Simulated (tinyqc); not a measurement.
Chemical vapour deposition: Grove model, boundary layer, depletion and step coverage: one step, computed by the program tinyqc.

A precursor diffuses to the surface and reacts there at first order; each molecule that reacts adds one formula unit of film.

Task: Uniformity across a wafer. Between two wafers the gas diffuses inward and reacts on both faces: (D/r) d/dr (r dC/dr) = 2 k_s C/s, so C(r)/C_g = I0(phi r/R)/I0(phi) with phi^2 = 2 k_s R^2/(s D); G(r) = k_s C(r)/N, 1 cm/s = 6e8 nm/min; the mean over the wafer is eta = 2 I1(phi)/(phi I0(phi)).

Inputs (values chosen for the exercise, close to those used for silicon dioxide from an alkoxysilane):
```
quantity           value                unit
temperature T        700                   C
film density N   2.2e+22  formula units/cm^3
wafer radius R        10                  cm
wafer spacing s     0.31                  cm
```

Reactor: wafer stack, low pressure.

surface rate constant k_s = 1.064770 cm/s

gas diffusivity D = 4191.904 cm^2/s

precursor density C_g = 1.130219e+15 1/cm^3

Give: Thiele modulus phi; growth rate G at the edge; rate at the centre over rate at the edge; effectiveness eta.

Result:

Thiele modulus phi = 0.4048

growth rate G at the edge = 32.82 nm/min

rate at the centre over rate at the edge = 0.9603

effectiveness eta = 0.9801

The centre lags the edge by 4.0 %; for small phi the lag is phi^2/4 = 4.1 %. Caution: the mean free path 3D/c is comparable with or larger than the wafer spacing, where wall collisions cap D near (2s) c/3 and the lag is larger than computed.
